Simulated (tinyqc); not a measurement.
Exchange-split free-electron bands and tunnelling magnetoresistance: one step. The two Fermi spheres. Two cases, with inputs chosen for the exercise.

Task: Give k_s, n_s, D_s, the moment per electron (n_up - n_dn)/n and three polarisations: of D, of D v and of D v^2 (v proportional to k).

Majority and minority bands E = c k^2/m -/+ Dx/2, c = hbar^2/2m0, so k_up = sqrt(m (EF + Dx/2)/c), k_dn = sqrt(m (EF - Dx/2)/c); n_s = k_s^3/(6 pi^2), D_s = m k_s/(4 pi^2 c).

Constants: hbar^2/2m0 = 3.80998211 eV angstrom^2.

Give: k_up, k_dn; n_up, n_dn; D_up, D_dn; moment per electron; polarisations.

Case 1.

Values chosen: EF = 3.92 eV (Fermi energy above the mean band bottom); Dx = 3.19 eV (exchange splitting); m = 1.22 m0 (mass in the electrodes).

Result:

k_up, k_dn (1/angstrom): [1.3289, 0.8628]

n_up, n_dn (1/angstrom^3): [0.03963, 0.01085]

D_up, D_dn (1/(eV angstrom^3)): [0.01078, 0.00700]

moment per electron = 0.5702 muB

polarisations: D 0.2126, D v 0.4069, D v^2 0.5702

Case 2.

Values chosen: EF = 5.03 eV (Fermi energy above the mean band bottom); Dx = 8.44 eV (exchange splitting); m = 1.01 m0 (mass in the electrodes).

Result:

k_up, k_dn (1/angstrom): [1.5659, 0.4634]

n_up, n_dn (1/angstrom^3): [0.06484, 0.00168]

D_up, D_dn (1/(eV angstrom^3)): [0.01051, 0.00311]

moment per electron = 0.9495 muB

polarisations: D 0.5433, D v 0.8390, D v^2 0.9495

The three numbers differ although they describe one band structure: each probe (density of states, ballistic current, diffusive current) weights the velocity differently.

Computed by tinyqc, one run a case: `OMP_NUM_THREADS=1 python tinyqc.py N N+1 out.jsonl` with N = 1682191, 1682538; one thread of a shared Intel(R) Xeon(R) Processor @ 2.30GHz, about 0.01 s a run at most.
